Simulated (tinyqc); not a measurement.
Haynes-Shockley experiment: drift, diffusion and decay of a minority-carrier pulse: one step, computed by the program tinyqc. Command: `OMP_NUM_THREADS=1 python tinyqc.py 3112679 3112680 out.jsonl haynes walk`. One thread of a shared host (Intel(R) Xeon(R) Processor @ 2.30GHz), about 0.01 s of CPU time with the checks.

A thin sheet of excess carriers is made at x = 0, t = 0 in a long uniform bar; injection is low, so the pulse moves with the minority mobility.

Task: Simple reading of the pulse. With w the full width at half maximum: mu = d/(F t_p); D = (w d)^2/(16 ln2 t_p^3); Einstein ratio D/mu against k_B T/e.

Inputs (values chosen for the exercise, modelled on electrons in p-type silicon in a lightly doped bar):
```
quantity                     value        unit
minority mobility mu          1330  cm^2/(V s)
temperature T                  300           K
field F                        2.9        V/cm
distance d to the collector   0.94          cm
```

time of the peak t_p = 221.9493 microsecond

width at half maximum = 69.19975 microsecond

D = 34.38316 cm^2/s

Constants: k_B = 8.617333262e-05 eV/K.

Give: apparent mobility; apparent D; apparent D/mu; error of mu; error of D.

Result:

apparent mobility = 1460.4 cm^2/(V s)

apparent D = 34.895 cm^2/s

apparent D/mu = 23.894 mV

error of mu = 9.8056 %

error of D = 1.4874 %
